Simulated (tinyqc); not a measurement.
## Permittivity of the insulator from five potentials

Problem. A node lies on a semiconductor-insulator interface. Steps: hs = tb/3 down into the semiconductor, ho = tox/2 up into the insulator, hy = L/7 sideways. The flux balance of its box reads eox (hy/ho)(above - node) + eps_r (hy/hs)(below - node) + [(eps_r hs + eox ho)/(2 hy)](left + right - 2 node) - q Na (hs/2) hy/eps0 = 0. Find eox.

Inputs (values chosen for the exercise); semiconductor permittivity close to that of silicon: relative permittivity of the semiconductor eps_r = 11.8; half the body thickness tb = 6 nm; insulator thickness tox = 4.2 nm; channel length L = 22 nm; acceptor density of the depleted body Na = 1.3e18 cm^-3.

Constants: q = 1.602176634e-19 C, eps0 = 8.8541878128e-14 F/cm where lengths are in cm. Results are converted to the units shown.

psi (V): node 0.21418024, above 0.13946753, below 0.29098804, left 0.14503040, right 0.38325529

Solution. The balance is linear in eox.

eox = 22.00

Numbers from tinyqc (`OMP_NUM_THREADS=1 python tinyqc.py 2480160 2480161 out.jsonl`; about 0.2 s on one thread of a shared Intel Xeon 2.30GHz).
